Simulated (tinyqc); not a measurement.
# Floating body of a partially depleted SOI transistor: body voltage and kink, step by step

tinyqc, about 0.2 s, one thread, Intel Xeon 2.30GHz (shared host): `OMP_NUM_THREADS=1 python tinyqc.py 2182085 2182086 out.jsonl` Printed values are rounded.

Source at 0 V. Channel current Ic = 2 nf K Vt^2 [F(0) - F(Vd)](1 + la Vd), F(V) = ln^2(1 + exp((Vg - VT - nf V)/(2 nf Vt))), VT = VT0 - gb Vb. Saturation voltage Vs = 2 Vt sqrt(F(0)) + 3 Vt, excess Ve = (Vd - Vs + sqrt((Vd - Vs)^2 + 0.0004 V^2))/2, multiplication M1 = Ai Ve exp(-Bl/Ve). Each junction passes D(v) = J1 (exp(v/Vt) - 1) + J2 (exp(v/(2 Vt)) - 1). Bipolar current Ib = bb J1 (exp(Vb/Vt) - 1). The body settles where M1 (Ic + Ib) = D(Vb) + D(Vb - Vd) + Vb/Rb; drain current Id = (1 + M1)(Ic + Ib) - D(Vb - Vd).

Inputs (values chosen for the exercise); values of the order met in partially depleted silicon-on-insulator transistors: temperature T = 300 K; threshold at zero body voltage VT0 = 0.53 V; fall of the threshold per volt of body voltage gb = 0.33; slope factor nf = 1.29; gain factor per width K = 540 uA/(V^2 um); channel-length modulation factor la = 0.06 1/V; impact-ionisation prefactor Ai = 1.29 1/V; impact-ionisation voltage Bl = 6.4 V; diffusion saturation current of each junction J1 = 1.4e-13 uA/um; recombination saturation current of each junction J2 = 8.9e-8 uA/um; gain of the lateral bipolar transistor on the diffusion current bb = 3; resistance of a weak body tie to the source (1e9 stands for no tie, and the term is then dropped) Rb = 1e9 kohm um; gate voltage Vg = 0.75 V; drain voltage Vd = 1.6 V.

Constants: q = 1.602176634e-19 C, kB = 1.380649e-23 J/K, Vt = kB T/q. Results are converted to the units shown.

Range of the model: The multiplication law is an empirical form chosen for the exercise; self-heating and capacitive coupling to the body are left out, and the linear laws are rough once Vb passes about 0.7 V or M1 about 0.1.

## Starting value

Vb = 0.64 V.

Vb at the start = 0.64 V

## Iteration 1: new Vb

Current into the body I_in = M1 (Ic + Ib) - D(Vb - Vd), current out I_out = D(Vb) + Vb/Rb; f = ln(I_in/I_out), s = df/dVb by central differences over 1e-5 V, Vb(new) = Vb - f/s.

Ic = 42.6728 uA/um
Ve = 1.18818 V
M1 = 0.00701782
I_in = 0.299637 uA/um
I_out = 0.0290428 uA/um
f = 2.33380
s = -24.4265 1/V
Vb after iteration 1 = 0.735544 V

## Iteration 2: new Vb

As before.

Ic = 49.1315 uA/um
Ve = 1.16377 V
M1 = 0.00613936
I_in = 0.307497 uA/um
I_out = 0.452396 uA/um
f = -0.386092
s = -32.2376 1/V
Vb after iteration 2 = 0.723567 V

## Course of the iteration

Stop when the step is below 1e-10 V, or after 40 iterations.

Course of the iteration:
```
iteration	Vb before the step (V)	step (V)
1	0.64	0.0955
2	0.735544	-0.0120
3	0.723567	-1.35e-4
4	0.723432	-2.02e-8
5	0.723432	< 1e-14
```

Converged in 5 iterations.

## Drain current with floating and with grounded body

converged Vb = 0.723432 V

Id and VT at the converged Vb, Id at Vb = 0, their ratio, and the bipolar share Ib/(Ic + Ib).

VT = 0.291267 V
Id, floating = 49.1903 uA/um
Id, grounded = 11.5209 uA/um
ratio = 4.26965
bipolar share = 1.22236 %

The body rises to 0.723 V and lowers the threshold by 239 mV.
